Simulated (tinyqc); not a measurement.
# Voltage drop against the resistance from a pad node to the supply

A grid of 17 by 17 nodes with segments Rx (rows) and Ry (columns); every node draws I1 and the central node kh I1; pads with resistance Rp sit at the nodes whose row and column are multiples of the pitch, counting from 0. The drops u = Vdd - V follow from G u = i, with G the conductance matrix and i the load currents, solved directly. Here the pitch is 4.

Inputs (values chosen for the exercise): supply voltage Vdd = 0.9 V; resistance of a horizontal segment Rx = 0.77 ohm; resistance of a vertical segment Ry = 0.48 ohm; factor on the load at the hot node kh = 8; load current of a node in the large grid I1 = 0.35 mA.

Voltage drop against the resistance from a pad node to the supply:
```
Rp (ohm),pads,worst drop (mV),mean drop (mV),largest drop at a pad (mV),largest pad current (mA),worst drop over Vdd (%)
0.0063,25,1.1643,0.83384,0.049862,7.9146,0.12937
0.013,25,1.2013,0.86379,0.10212,7.8555,0.13348
0.025,25,1.2669,0.91732,0.19387,7.7548,0.14077
0.05,25,1.4017,1.0284,0.37820,7.5640,0.15575
0.1,25,1.6642,1.2490,0.72433,7.2433,0.18491
0.2,25,2.1677,1.6853,1.3532,6.7662,0.24085
0.4,25,3.1323,2.5453,2.4660,6.1650,0.34804
```

The worst drop rises from 1.16 to 3.13 mV and the mean drop rises from 0.834 to 2.55 mV. The worst drop goes as Rp^(0.04) between the first two rows and Rp^(0.53) between the last two. The central node is itself a pad.

Numbers from tinyqc (`OMP_NUM_THREADS=1 python tinyqc.py 2770142 2770143 out.jsonl`; about 0.09 s on one thread of a shared Intel Xeon 2.30GHz).
